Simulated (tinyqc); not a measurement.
Inside a calculation: carrier statistics of a doped semiconductor with parabolic bands. Values are carried at full precision from step to step, so a last printed digit may differ when a step is redone from the rounded ones.

Constants: kB = 8.617333262e-05 eV/K; hbar^2/2m0 = 3.80998211 eV angstrom^2.

Inputs chosen for the exercise (near those of Ge; shifted at random, so the results belong to these values and not to a real crystal): Eg0 = 0.7549 eV (gap at 0 K); al = 0.000486 eV/K (Varshni alpha); be = 241 K (Varshni beta); T = 250 K; ml = 1.65 m0 (longitudinal electron mass); mt = 0.0829 m0 (transverse electron mass); Mv = 4 (equivalent valleys); mhh = 0.338 m0 (heavy-hole mass); mlh = 0.0456 m0 (light-hole mass); ND = 4.1e+14 1/cm^3 (donors); NA = 2.3e+14 1/cm^3 (acceptors); ED = 0.0125 eV (donor level below Ec); EA = 0.0116 eV (acceptor level above Ev).

## Gap and thermal energy

Eg(T) = Eg0 - al T^2/(T + be) (Varshni).

Eg = 0.69304 eV
kT = 0.021543 eV

The gap has shrunk by 61.9 meV from 0 K and is 32.2 kT wide.

## Effective densities of states

m_de = Mv^(2/3) (ml mt^2)^(1/3); m_dh = (mhh^(3/2) + mlh^(3/2))^(2/3); N = 2 (m kB T/(4 pi c))^(3/2) with c = hbar^2/2m0, in 1/angstrom^3; times 1e24 for 1/cm^3.

m_de = 0.5661 m0
m_dh = 0.3491 m0
Nc = 8.1312e+18 1/cm^3
Nv = 3.9371e+18 1/cm^3

The light holes supply 4.7 % of Nv, and Nc/Nv = 2.07.

## Intrinsic density and level

With Boltzmann statistics ni = sqrt(Nc Nv) exp(-Eg/2kT) and Ei = Eg/2 + (kT/2) ln(Nv/Nc), counted from Ev.

ni = 5.85e+11 1/cm^3
Ei = 0.3387 eV

Ei lies 7.8 meV below midgap, towards the band with the smaller density of states.

## Neutrality by bisection

Energies are counted from Ev, so Ec = Eg. n = Nc F_1/2((EF - Eg)/kT), p = Nv F_1/2(-EF/kT), ND+ = ND/(1 + 2 exp((EF - Eg + ED)/kT)), NA- = NA/(1 + 4 exp((EA - EF)/kT)); neutrality asks p + ND+ = n + NA-. F_j(eta) = (1/Gamma(j + 1)) integral_0^infinity x^j dx/(1 + exp(x - eta)), which tends to exp(eta) for eta << 0.

Start from the bracket [-0.2 eV, Eg + 0.2 eV]; at the midpoint EF take the sign of p + ND+ - n - NA-; where it is positive EF must rise. Fourteen steps are shown.

Bisection (eV, 1/cm^3):
```
step       low     high       EF         n         p       ND+       NA-  sign
1     -0.20000  0.89304  0.34652  8.41e+11  4.07e+11  4.10e+14  2.30e+14     +
2      0.34652  0.89304  0.61978  2.68e+17  1.26e+06  3.66e+14  2.30e+14     -
3      0.34652  0.61978  0.48315  4.78e+14  7.17e+08  4.10e+14  2.30e+14     -
4      0.34652  0.48315  0.41483  2.00e+13  1.71e+10  4.10e+14  2.30e+14     +
5      0.41483  0.48315  0.44899  9.78e+13  3.50e+09  4.10e+14  2.30e+14     +
6      0.44899  0.48315  0.46607  2.16e+14  1.58e+09  4.10e+14  2.30e+14     -
7      0.44899  0.46607  0.45753  1.45e+14  2.35e+09  4.10e+14  2.30e+14     +
8      0.45753  0.46607  0.46180  1.77e+14  1.93e+09  4.10e+14  2.30e+14     +
9      0.46180  0.46607  0.46393  1.96e+14  1.75e+09  4.10e+14  2.30e+14     -
10     0.46180  0.46393  0.46287  1.86e+14  1.84e+09  4.10e+14  2.30e+14     -
11     0.46180  0.46287  0.46233  1.82e+14  1.88e+09  4.10e+14  2.30e+14     -
12     0.46180  0.46233  0.46207  1.79e+14  1.91e+09  4.10e+14  2.30e+14     +
13     0.46207  0.46233  0.46220  1.81e+14  1.90e+09  4.10e+14  2.30e+14     -
14     0.46207  0.46220  0.46213  1.80e+14  1.90e+09  4.10e+14  2.30e+14     -
```

Each step halves the bracket, which is 0.133 meV wide at the last row.

## The neutral state

Solve the neutrality condition for EF to convergence.

EF = 0.4621 eV
n = 1.80e+14 1/cm^3
p = 1.90e+09 1/cm^3
ND+ = 4.10e+14 1/cm^3
NA- = 2.30e+14 1/cm^3

The material is n-type; 100.0 % of the donors are ionised. EF lies 10.72 kT inside the gap from the conduction edge, so Boltzmann statistics would serve; n p/(Nc Nv exp(-Eg/kT)) = 1.000.

## Checks

- F_1/2(1) by the trapezoid rule against adaptive quadrature: both 1.575641.
- Positive against negative charge at the solution (1/cm^3): both 4.09969e+14.

(tinyqc, `OMP_NUM_THREADS=1 python tinyqc.py 1650772 1650773 out.jsonl`, Intel(R) Xeon(R) Processor @ 2.30GHz, 1 thread, shared host, about 0.02 s.)
